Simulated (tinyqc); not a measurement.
Gap and superfluid density against temperature: BCS gap equation with a constant attraction inside the Debye window. Computed by tinyqc, a small Python program. Command: `OMP_NUM_THREADS=1 python tinyqc.py 3017879 3017880 out.jsonl bcs walk`. One thread of a shared host (Intel(R) Xeon(R) Processor @ 2.30GHz), about 0.01 s of CPU time with the checks.

Pairs attract with strength V for |xi| < k_B Theta; N(0) is the density of states for one spin. Energies are given as temperatures (E/k_B, in K) unless marked.

Inputs (values chosen for the exercise, modelled on indium): coupling N(0)V = 0.278; Debye temperature Theta = 110 K.

Solver: secant.

Constants: k_B = 8.617333262e-05 eV/K.

Method:
- At T = 0 the gap equation 1/(N(0)V) = int_0^Theta d xi/sqrt(xi^2 + Delta^2) has the integral arcsinh(Theta/Delta), so Delta_0 = Theta/sinh(1/(N(0)V)); weak coupling gives 2 Theta exp(-1/(N(0)V)).
- Gap equation: 1/(N(0)V) = I(Delta, T) = int_0^Theta tanh(E/2T)/E d xi, E = sqrt(xi^2 + Delta^2); 64 Gauss-Legendre points in y with xi = max(Delta, T) sinh(y).
- T_c solves I(0, T_c) = 1/(N(0)V); the weak-coupling form is T_c = (2 e^C/pi) Theta exp(-1/(N(0)V)) with Euler's C = 0.5772157, and 2 Delta_0/T_c then tends to 2 pi e^-C = 3.528.
- Interpolation tanh(1.74 sqrt(T_c/T - 1)); near T_c, 1.74 sqrt(1 - T/T_c). Clean-limit superfluid fraction 1 - (1/2T) int_0^(40 T) cosh^-2(E/2T) d xi (64 points); two-fluid rule 1 - (T/T_c)^4.

T_c = 3.41778 K

Delta_0 = 6.03307 K

Reduced quantities:
```
T/T_c  Delta/Delta_0  tanh form  square-root form  superfluid fraction  two-fluid rule
0.10         1.00000    0.99994            1.6507              1.00000         0.99990
0.20         0.99988    0.99810            1.5563              0.99886         0.99840
0.30         0.99713    0.99022            1.4558              0.98184         0.99190
0.40         0.98507    0.97221            1.3478              0.92814         0.97440
0.50         0.95696    0.94023            1.2304              0.83442         0.93750
0.60         0.90711    0.88975            1.1005              0.70720         0.87040
0.70         0.82892    0.81411            0.9530              0.55430         0.75990
0.80         0.71122    0.70137            0.7782              0.38233         0.59040
0.90         0.52651    0.52267            0.5502              0.19631         0.34390
0.95         0.38045    0.37925            0.3891              0.09925         0.18549
0.98         0.24367    0.24358            0.2461              0.03994         0.07763
```

What follows from these numbers?

The tanh form misses the gap by at most about 0.017 (at T/T_c = 0.6); the square-root form is within 3 % only from T/T_c = 0.95. The gap keeps 99 % of Delta_0 up to T/T_c = 0.3, since quasiparticles are exponentially few. The two-fluid rule exceeds the BCS superfluid fraction most, by 0.21, at T/T_c = 0.8.
